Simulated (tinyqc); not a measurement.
Worked calculation: coupled-perturbed Hartree-Fock on RHF in the sto-6g basis, for BeH2, spin multiplicity 1. Computed by tinyqc, a small Python program that keeps every step (integrals from PySCF). Settings: charge = 0, multiplicity = 1, basis = sto-6g, method = RHF, energy threshold = 1e-10, iteration cap = 87, orthogonalisation = symmetric, start = Wolfsberg-Helmholz matrix, DIIS depth = 6. Command: `OMP_NUM_THREADS=1 python tinyqc.py 27977 27978 out.jsonl` (the two numbers bound the seeds that draw the settings). One thread of a shared host (Intel(R) Xeon(R) Processor @ 2.60GHz), about 0.2 s of CPU time with the checks. The early iterations of the SCF are left out here.

## One-electron integrals

Geometry (angstrom):
```
atom         x          y         z
Be    0.000000   0.000000  0.000000
H     0.000000   1.227000  0.012000
H     0.000000  -1.235000  0.012000
```

Basis sto-6g: exponents (1/bohr^2) and contraction coefficients of normalised primitives:
```
element  l (shell)    exponent  coefficient
Be           s (1)  312.870494     0.009164
Be           s (1)   57.364463     0.049361
Be           s (1)   16.048509     0.168538
Be           s (1)    5.513096     0.370563
Be           s (1)    2.140897     0.416492
Be           s (1)    0.881739     0.130334
Be           s (2)   13.633247    -0.013253
Be           s (2)    2.698375    -0.046992
Be           s (2)    0.838653    -0.033785
Be           s (2)    0.322660     0.250242
Be           s (2)    0.140131     0.595117
Be           s (2)    0.064233     0.240706
Be           p (3)   13.633247     0.003760
Be           p (3)    2.698375     0.037679
Be           p (3)    0.838653     0.173897
Be           p (3)    0.322660     0.418036
Be           p (3)    0.140131     0.425860
Be           p (3)    0.064233     0.101708
H            s (1)   35.523221     0.009164
H            s (1)    6.513144     0.049361
H            s (1)    1.822143     0.168538
H            s (1)    0.625955     0.370563
H            s (1)    0.243077     0.416492
H            s (1)    0.100112     0.130334
```

Overlap, kinetic and nuclear-attraction integrals over the contracted functions; the nuclear repulsion is the sum of Za Zb / Rab.

nuclear repulsion = 3.65381791 hartree

overlap S, lower triangle:
```
           1Be 1s    1Be 2s   1Be 2px    1Be 2py   1Be 2pz     2H 1s     3H 1s
1Be 1s   1.000000
1Be 2s   0.254764  1.000000
1Be 2px  0.000000  0.000000  1.000000
1Be 2py  0.000000  0.000000  0.000000   1.000000
1Be 2pz  0.000000  0.000000  0.000000   0.000000  1.000000
2H 1s    0.092359  0.506726  0.000000   0.553970  0.005418  1.000000
3H 1s    0.090761  0.503436  0.000000  -0.552128  0.005365  0.055777  1.000000
```

kinetic energy T (hartree), lower triangle:
```
            1Be 1s    1Be 2s   1Be 2px    1Be 2py   1Be 2pz      2H 1s     3H 1s
1Be 1s    6.768753
1Be 2s   -0.207382  0.220121
1Be 2px   0.000000  0.000000  0.661265
1Be 2py   0.000000  0.000000  0.000000   0.661265
1Be 2pz   0.000000  0.000000  0.000000   0.000000  0.661265
2H 1s    -0.012232  0.087294  0.000000   0.231461  0.002264   0.768522
3H 1s    -0.012451  0.085932  0.000000  -0.228647  0.002222  -0.010394  0.768522
```

nuclear attraction V (hartree), lower triangle:
```
             1Be 1s     1Be 2s    1Be 2px    1Be 2py    1Be 2pz      2H 1s      3H 1s
1Be 1s   -15.574511
1Be 2s    -1.869705  -3.084120
1Be 2px    0.000000   0.000000  -2.998568
1Be 2py   -0.000288  -0.000965   0.000000  -3.254850
1Be 2pz   -0.000437  -0.003145   0.000000  -0.000017  -2.998592
2H 1s     -0.749768  -1.567447   0.000000  -1.685495  -0.016931  -3.158241
3H 1s     -0.736189  -1.553243   0.000000   1.674946  -0.016718  -0.196218  -3.147884
```

core Hamiltonian H = T + V (hartree), lower triangle:
```
            1Be 1s     1Be 2s    1Be 2px    1Be 2py    1Be 2pz      2H 1s      3H 1s
1Be 1s   -8.805758
1Be 2s   -2.077088  -2.863999
1Be 2px   0.000000   0.000000  -2.337303
1Be 2py  -0.000288  -0.000965   0.000000  -2.593584
1Be 2pz  -0.000437  -0.003145   0.000000  -0.000017  -2.337327
2H 1s    -0.762000  -1.480153   0.000000  -1.454034  -0.014667  -2.389719
3H 1s    -0.748640  -1.467311   0.000000   1.446299  -0.014496  -0.206612  -2.379362
```

## Two-electron integrals

Functions are numbered as in S; the eight-fold symmetry (ij|kl) = (ji|kl) = (kl|ij) leaves the list below.

Two-electron integrals (ij|kl) in chemists' order, unique and non-zero (hartree):
```
(11|11) 2.299996    (21|11) 0.361879    (21|21) 0.071926    (22|11) 0.570332
(22|21) 0.139654    (22|22) 0.417773    (31|31) 0.015252    (32|31) 0.022555
(32|32) 0.092340    (33|11) 0.570332    (33|21) 0.139654    (33|22) 0.417773
(33|33) 0.450117    (41|41) 0.015252    (42|41) 0.022555    (42|42) 0.092340
(43|43) 0.024258    (44|11) 0.570332    (44|21) 0.139654    (44|22) 0.417773
(44|33) 0.401601    (44|44) 0.450117    (51|51) 0.015252    (52|51) 0.022555
(52|52) 0.092340    (53|53) 0.024258    (54|54) 0.024258    (55|11) 0.570332
(55|21) 0.139654    (55|22) 0.417773    (55|33) 0.401601    (55|44) 0.401601
(55|55) 0.450117    (61|11) 0.136607    (61|21) 0.026272    (61|22) 0.050466
(61|33) 0.050058    (61|41) 0.002579    (61|42) 0.004879    (61|44) 0.051283
(61|51) 0.000025    (61|52) 0.000048    (61|54) 0.000012    (61|55) 0.050058
(61|61) 0.010143    (62|11) 0.261025    (62|21) 0.064535    (62|22) 0.202908
(62|33) 0.196067    (62|41) 0.009016    (62|42) 0.048238    (62|44) 0.216587
(62|51) 0.000088    (62|52) 0.000472    (62|54) 0.000201    (62|55) 0.196069
(62|61) 0.025723    (62|62) 0.135054    (63|31) 0.007020    (63|32) 0.029849
(63|43) 0.008926    (63|53) 0.000087    (63|63) 0.014335    (64|11) 0.259340
(64|21) 0.065073    (64|22) 0.214239    (64|33) 0.201803    (64|41) 0.014879
(64|42) 0.076065    (64|44) 0.239108    (64|51) 0.000077    (64|52) 0.000452
(64|54) 0.000278    (64|55) 0.201805    (64|61) 0.027505    (64|62) 0.163734
(64|64) 0.208038    (65|11) 0.002536    (65|21) 0.000636    (65|22) 0.002095
(65|33) 0.001974    (65|41) 0.000077    (65|42) 0.000452    (65|44) 0.002164
(65|51) 0.007021    (65|52) 0.029853    (65|54) 0.008928    (65|55) 0.002148
(65|61) 0.000269    (65|62) 0.001601    (65|64) 0.001894    (65|65) 0.014353
(66|11) 0.424938    (66|21) 0.107285    (66|22) 0.370456    (66|33) 0.344115
(66|41) 0.019726    (66|42) 0.127332    (66|44) 0.423130    (66|51) 0.000193
(66|52) 0.001245    (66|54) 0.000773    (66|55) 0.344122    (66|61) 0.044713
(66|62) 0.299654    (66|64) 0.388997    (66|65) 0.003804    (66|66) 0.774999
(71|11) 0.134167    (71|21) 0.025806    (71|22) 0.049587    (71|33) 0.049185
(71|41) -0.002534   (71|42) -0.004799   (71|44) 0.050390    (71|51) 0.000025
(71|52) 0.000047    (71|54) -0.000012   (71|55) 0.049185    (71|61) 0.009043
(71|62) 0.021108    (71|64) 0.020215    (71|65) 0.000221    (71|66) 0.034217
(71|71) 0.009787    (72|11) 0.258461    (72|21) 0.063916    (72|22) 0.201224
(72|33) 0.194407    (72|41) -0.008932   (72|42) -0.047962   (72|44) 0.214856
(72|51) 0.000087    (72|52) 0.000466    (72|54) -0.000199   (72|55) 0.194409
(72|61) 0.021278    (72|62) 0.077207    (72|64) 0.072375    (72|65) 0.000899
(72|66) 0.129136    (72|71) 0.025039    (72|72) 0.133192    (73|31) 0.006924
(73|32) 0.029511    (73|43) -0.008855   (73|53) 0.000086    (73|63) 0.006871
(73|73) 0.014064    (74|11) -0.257596   (74|21) -0.064646   (74|22) -0.213100
(74|33) -0.200720   (74|41) 0.014728    (74|42) 0.075587    (74|44) -0.237858
(74|51) -0.000076   (74|52) -0.000448   (74|54) 0.000275    (74|55) -0.200722
(74|61) -0.020451   (74|62) -0.072681   (74|64) -0.063361   (74|65) -0.000831
(74|66) -0.117142   (74|71) -0.026845   (74|72) -0.161908   (74|74) 0.206131
(75|11) 0.002503    (75|21) 0.000628    (75|22) 0.002071    (75|33) 0.001950
(75|41) -0.000076   (75|42) -0.000448   (75|44) 0.002139    (75|51) 0.006925
(75|52) 0.029516    (75|54) -0.008856   (75|55) 0.002122    (75|61) 0.000222
(75|62) 0.000896    (75|64) 0.000825    (75|65) 0.006881    (75|66) 0.001545
(75|71) 0.000261    (75|72) 0.001573    (75|74) -0.001866   (75|75) 0.014082
(76|11) 0.035122    (76|21) 0.008426    (76|22) 0.024272    (76|33) 0.023837
(76|41) -3.19e-06   (76|42) -0.000022   (76|44) 0.025143    (76|51) 0.000021
(76|52) 0.000094    (76|54) -9.40e-08   (76|55) 0.023837    (76|61) 0.003066
(76|62) 0.012153    (76|64) 0.013101    (76|65) 0.000156    (76|66) 0.023030
(76|71) 0.003014    (76|72) 0.012080    (76|74) -0.013074   (76|75) 0.000155
(76|76) 0.001442    (77|11) 0.422386    (77|21) 0.106668    (77|22) 0.369110
(77|33) 0.342819    (77|41) -0.019540   (77|42) -0.126921   (77|44) 0.421684
(77|51) 0.000190    (77|52) 0.001233    (77|54) -0.000766   (77|55) 0.342826
(77|61) 0.034639    (77|62) 0.129807    (77|64) 0.117257    (77|65) 0.001557
(77|66) 0.214800    (77|71) 0.043680    (77|72) 0.297372    (77|74) -0.386936
(77|75) 0.003760    (77|76) 0.023030    (77|77) 0.774999
```

## Orthogonalisation

S = U s U^T; symmetric (Loewdin) form X = U s^(-1/2) U^T, so that X^T S X = 1.

eigenvalues of S: 0.189457  0.299486  0.925183  1.000000  1.000087  1.754688  1.831099

X, lower triangle:
```
            1Be 1s     1Be 2s   1Be 2px    1Be 2py    1Be 2pz      2H 1s     3H 1s
1Be 1s    1.026641
1Be 2s   -0.145177   1.325315
1Be 2px   0.000000   0.000000  1.000000
1Be 2py   0.000287   0.003580  0.000000   1.498632
1Be 2pz  -0.000129   0.003165  0.000000   0.000047   1.000033
2H 1s     0.008298  -0.370799  0.000000  -0.547383  -0.003935   1.407307
3H 1s     0.009049  -0.364525  0.000000   0.542577  -0.003849  -0.149775  1.400343
```

## Iteration 7 (converged): orbitals

converged F (hartree), lower triangle:
```
            1Be 1s     1Be 2s   1Be 2px    1Be 2py    1Be 2pz      2H 1s      3H 1s
1Be 1s   -4.585254
1Be 2s   -1.249647  -0.624763
1Be 2px   0.000000   0.000000  0.205411
1Be 2py  -0.000114  -0.001258  0.000000  -0.283995
1Be 2pz   0.000176  -0.002643  0.000000  -0.000031   0.205378
2H 1s    -0.459029  -0.461310  0.000000  -0.349184  -0.002836  -0.371751
3H 1s    -0.451128  -0.457881  0.000000   0.348119  -0.002803  -0.078606  -0.367468
```

Diagonalise F' = X^T F X, C = X C', fill 3 alpha and 3 beta electrons from the bottom; D = 2 C_occ C_occ^T. Each column has its largest component positive (the first on a tie).

F' = X^T F X (hartree), lower triangle:
```
           1          2         3          4          5          6         7
1  -4.487433
2  -0.635074  -0.035684
3   0.000000   0.000000  0.205411
4   0.000859   0.001751  0.000000   0.328326
5   0.000425   0.001247  0.000000   0.000016   0.205421
6  -0.107161  -0.368556  0.000000  -0.541944  -0.003604   0.140581
7  -0.103166  -0.364574  0.000000   0.539110  -0.003538  -0.170197  0.138459
```

orbital energies (hartree): MO1 -4.586919, MO2 -0.477066, MO3 -0.445435, MO4 0.205373, MO5 0.205411, MO6 0.510193, MO7 1.083523

coefficients C:
```
               MO1        MO2        MO3        MO4       MO5        MO6        MO7
1Be 1s    0.994563  -0.224501   0.005193   0.003575  0.000000  -0.188737  -0.000140
1Be 2s    0.021366   0.524292  -0.014032  -0.017911  0.000000   1.331116   0.014205
1Be 2px   0.000000   0.000000   0.000000   0.000000  1.000000   0.000000   0.000000
1Be 2py  -0.000010   0.012548   0.504783  -0.000022  0.000000  -0.005320   1.607774
1Be 2pz  -0.000015   0.002381  -0.000042   0.999847  0.000000   0.020206   0.000196
2H 1s    -0.001042   0.412103   0.388145   0.006712  0.000000  -0.868223  -1.168678
3H 1s    -0.001129   0.391890  -0.408610   0.006728  0.000000  -0.875069   1.150837
```

D after iteration 7, lower triangle:
```
            1Be 1s     1Be 2s   1Be 2px    1Be 2py   1Be 2pz     2H 1s     3H 1s
1Be 1s    2.079167
1Be 2s   -0.193055   0.551071
1Be 2px   0.000000   0.000000  0.000000
1Be 2py  -0.000411  -0.001008  0.000000   0.509926
1Be 2pz  -0.001099   0.002497  0.000000   0.000017  0.000011
2H 1s    -0.183076   0.421188  0.000000   0.402200  0.001930  0.640973
3H 1s    -0.182450   0.422348  0.000000  -0.402684  0.001901  0.005800  0.641083
```

## Convergence

Stop when the energy changes by less than 1e-10 hartree and every element of the error matrix X^T (F D S - S D F) X is below 3e-06.

Course of the cycle:
```
iteration   E (hartree)     change  largest element of the error matrix
1          -15.71430207          -                             1.31e-01
2          -15.72330273  -9.00e-03                             1.23e-02
3          -15.72342135  -1.19e-04                             6.08e-04
4          -15.72342220  -8.51e-07                             2.86e-05
5          -15.72342220  -2.67e-09                             6.43e-06
6          -15.72342220  -1.24e-10                             1.66e-07
7          -15.72342220  -7.46e-14                             3.71e-08
```

PySCF RHF in the same basis = -15.72342220 hartree

Converged in 7 iterations.

## Integrals over molecular orbitals

(pq|rs) = sum C_ip C_jq C_kr C_ls (ij|kl), one index at a time.

one-electron integrals over orbitals h = C^T H C (hartree), lower triangle:
```
           1          2          3          4          5          6          7
1  -8.796458
2   0.235095  -2.551265
3  -0.005608  -0.001925  -2.520098
4  -0.004340  -0.000174  -0.000020  -2.337255
5   0.000000   0.000000   0.000000   0.000000  -2.337303
6   0.193512  -0.141248   0.006802  -0.003996   0.000000  -1.939579
7   0.000241  -0.004975  -0.252168  -0.000015   0.000000   0.000956  -1.746819
```

Two-electron integrals over orbitals (pq|rs), unique and non-zero (hartree):
```
(11|11) 2.280247    (21|11) -0.206650   (21|21) 0.029229    (22|11) 0.505914
(22|21) -0.007256   (22|22) 0.410963    (31|11) 0.004820    (31|21) -0.000503
(31|22) 0.001008    (31|31) 0.006702    (32|11) -0.000010   (32|21) 0.000533
(32|22) 0.009085    (32|31) 0.015775    (32|32) 0.166896    (33|11) 0.476698
(33|21) -0.002707   (33|22) 0.423767    (33|31) -0.000694   (33|32) -0.007644
(33|33) 0.447331    (41|11) 0.003389    (41|21) -0.000428   (41|22) 0.000356
(41|31) 0.000010    (41|32) -2.34e-06   (41|33) 0.000199    (41|41) 0.016058
(42|11) -0.001132   (42|21) 0.000165    (42|22) 0.001050    (42|31) -3.52e-06
(42|32) 0.000016    (42|33) 0.000896    (42|41) 0.015314    (42|42) 0.050170
(43|11) 0.000037    (43|21) -4.23e-06   (43|22) 0.000018    (43|31) -0.000007
(43|32) 0.000833    (43|33) -0.000064   (43|41) -0.000373   (43|42) -0.000818
(43|43) 0.015694    (44|11) 0.570030    (44|21) -0.007992   (44|22) 0.376359
(44|31) 0.000181    (44|32) 0.000077    (44|33) 0.365885    (44|41) -0.000456
(44|42) -0.001931   (44|43) 0.000054    (44|44) 0.450151    (51|51) 0.016054
(52|51) 0.015319    (52|52) 0.050173    (53|51) -0.000373   (53|52) -0.000818
(53|53) 0.015687    (54|51) -0.000279   (54|52) -0.000724   (54|53) 0.000018
(54|54) 0.024268    (55|11) 0.570042    (55|21) -0.007990   (55|22) 0.376379
(55|31) 0.000181    (55|32) 0.000076    (55|33) 0.365893    (55|41) 0.000102
(55|42) -0.000483   (55|43) 0.000017    (55|44) 0.401598    (55|55) 0.450117
(61|11) -0.180816   (61|21) 0.026475    (61|22) -0.007495   (61|31) -0.000689
(61|32) -0.000097   (61|33) -0.004492   (61|41) -0.000170   (61|42) 0.000314
(61|43) -0.000008   (61|44) -0.004017   (61|55) -0.004007   (61|61) 0.024386
(62|11) 0.102769    (62|21) -0.007442   (62|22) -0.030447   (62|31) 0.000016
(62|32) -0.002727   (62|33) -0.051854   (62|41) 0.000295    (62|42) -0.000136
(62|43) -0.000006   (62|44) 0.045162    (62|55) 0.045191    (62|61) -0.003784
(62|62) 0.076196    (63|11) -0.003833   (63|21) 0.000099    (63|22) -0.004312
(63|31) -0.003834   (63|32) -0.096340   (63|33) 0.006072    (63|41) -0.000008
(63|42) -4.24e-06   (63|43) -0.000674   (63|44) -0.001751   (63|55) -0.001752
(63|61) 0.000147    (63|62) -0.000603   (63|63) 0.082329    (64|11) 0.001123
(64|21) 0.000058    (64|22) 0.000461    (64|31) -7.49e-08   (64|32) 2.53e-06
(64|33) -0.000076   (64|41) 0.016285    (64|42) 0.047624    (64|43) -0.001272
(64|44) -0.000741   (64|55) 0.000337    (64|61) 0.000300    (64|62) 0.001514
(64|63) -0.000051   (64|64) 0.051649    (65|51) 0.016295    (65|52) 0.047662
(65|53) -0.001273   (65|54) -0.000539   (65|65) 0.051688    (66|11) 0.491169
(66|21) -0.006927   (66|22) 0.407283    (66|31) 0.000057    (66|32) -0.001028
(66|33) 0.417890    (66|41) 0.000709    (66|42) 0.002170    (66|43) -0.000064
(66|44) 0.375059    (66|55) 0.375111    (66|61) -0.006426   (66|62) -0.037830
(66|63) 0.001901    (66|64) 0.001493    (66|66) 0.420481    (71|11) -0.000418
(71|21) 0.000395    (71|22) 0.001097    (71|31) 0.012302    (71|32) 0.021385
(71|33) -0.001075   (71|41) 6.66e-07    (71|42) -4.95e-07   (71|43) -0.000072
(71|44) 0.000011    (71|55) 0.000012    (71|61) -0.000065   (71|62) -0.000147
(71|63) -0.003095   (71|64) 3.60e-06    (71|66) -0.000177   (71|71) 0.023358
(72|11) 0.003195    (72|21) -0.000099   (72|22) -0.003212   (72|31) 0.002706
(72|32) -0.048403   (72|33) 0.001181    (72|41) -2.07e-06   (72|42) -0.000061
(72|43) -0.000941   (72|44) 0.001242    (72|55) 0.001242    (72|61) -0.000102
(72|62) 0.003417    (72|63) 0.061645    (72|64) 0.000011    (72|66) -0.000603
(72|71) 0.006413    (72|72) 0.057720    (73|11) 0.132101    (73|21) -0.005494
(73|22) -0.011327   (73|31) -0.000036   (73|32) 0.000170    (73|33) -0.025482
(73|41) -0.000098   (73|42) -0.001406   (73|43) 0.000058    (73|44) 0.052756
(73|55) 0.052748    (73|61) -0.002910   (73|62) 0.071290    (73|63) -0.003373
(73|64) 0.000336    (73|66) -0.029901   (73|71) -0.000269   (73|72) 0.001164
(73|73) 0.080634    (74|11) 0.000005    (74|21) -0.000008   (74|22) -0.000121
(74|31) -0.000281   (74|32) -0.002403   (74|33) 0.000121    (74|41) 0.000090
(74|42) 0.000639    (74|43) 0.013878    (74|44) -0.000008   (74|55) -8.12e-07
(74|61) 4.10e-06    (74|62) 0.000040    (74|63) 0.001349    (74|64) 0.000210
(74|66) 0.000029    (74|71) -0.000444   (74|72) 0.000313    (74|73) 3.66e-06
(74|74) 0.016152    (75|51) 0.000090    (75|52) 0.000640    (75|53) 0.013887
(75|54) -3.62e-06   (75|65) 0.000211    (75|75) 0.016111    (76|11) -0.000386
(76|21) 0.000365    (76|22) 0.007318    (76|31) 0.012184    (76|32) 0.144695
(76|33) -0.007419   (76|41) 3.78e-06    (76|42) 0.000034    (76|43) 0.000972
(76|44) 0.000079    (76|55) 0.000080    (76|61) -0.000097   (76|62) -0.002127
(76|63) -0.097099   (76|64) 0.000024    (76|66) -0.001491   (76|71) 0.016438
(76|72) -0.060639   (76|73) 0.000763    (76|74) -0.002082   (76|76) 0.143295
(77|11) 0.591242    (77|21) -0.009304   (77|22) 0.442785    (77|31) 0.000304
(77|32) 0.002108    (77|33) 0.462000    (77|41) 0.000050    (77|42) 0.000139
(77|43) 0.000010    (77|44) 0.396831    (77|55) 0.396814    (77|61) -0.009181
(77|62) -0.046528   (77|63) -0.000056   (77|64) -0.000737   (77|66) 0.449256
(77|71) 0.000037    (77|72) -0.001951   (77|73) -0.021755   (77|74) -0.000022
(77|76) 0.001254    (77|77) 0.507053
```

## Response to a field: uncoupled start

dipole integrals <a|z|i> (bohr):
```
          i1         i2         i3
a4  0.146798   0.963885  -0.024192
a5  0.000000   0.000000   0.000000
a6  0.002184   0.006173  -0.000056
a7  0.000011  -0.000439  -0.018930
```

Field along z; U_ai = -mu_ai / (e_a - e_i), alpha = -4 sum U_ai mu_ai.

uncoupled U:
```
           i1         i2        i3
a4  -0.030632  -1.412413  0.037173
a5   0.000000   0.000000  0.000000
a6  -0.000428  -0.006253  0.000058
a7  -0.000002   0.000281  0.012381
```

uncoupled polarisability = 5.468299 bohr^3

## Coupled step 1

U_ai = -(mu_ai + sum_bj [4 (ai|bj) - (ab|ij) - (aj|bi)] U_bj) / (e_a - e_i); alpha = -4 sum U_ai mu_ai.

U after step 1:
```
           i1         i2        i3
a4  -0.018061  -1.877254  0.049827
a5   0.000000   0.000000  0.000000
a6  -0.000178  -0.009594  0.000144
a7  -0.000001   0.000273  0.012372
```

polarisability = 7.254433 bohr^3

## Coupled step 2

As before.

U after step 2:
```
           i1         i2        i3
a4  -0.011457  -2.032042  0.054244
a5   0.000000   0.000000  0.000000
a6  -0.000074  -0.010617  0.000176
a7   0.000000   0.000257  0.011854
```

polarisability = 7.847761 bohr^3

## Coupled polarisability

Repeat until U stops changing; compare with -d2E/dF2.

Course of the coupled iterations:
```
step  alpha (bohr^3)
0           5.468299
1           7.254433
2           7.847761
3           8.045923
4           8.112219
5           8.134411
6           8.141841
7           8.144328
8           8.145161
9           8.145440
10          8.145534
11          8.145565
12          8.145575
13          8.145579
14          8.145580
15          8.145580
16          8.145581
17          8.145581
18          8.145581
```

coupled polarisability = 8.145581 bohr^3

finite-field check, fields of +/-0.001 au = 8.145556 bohr^3
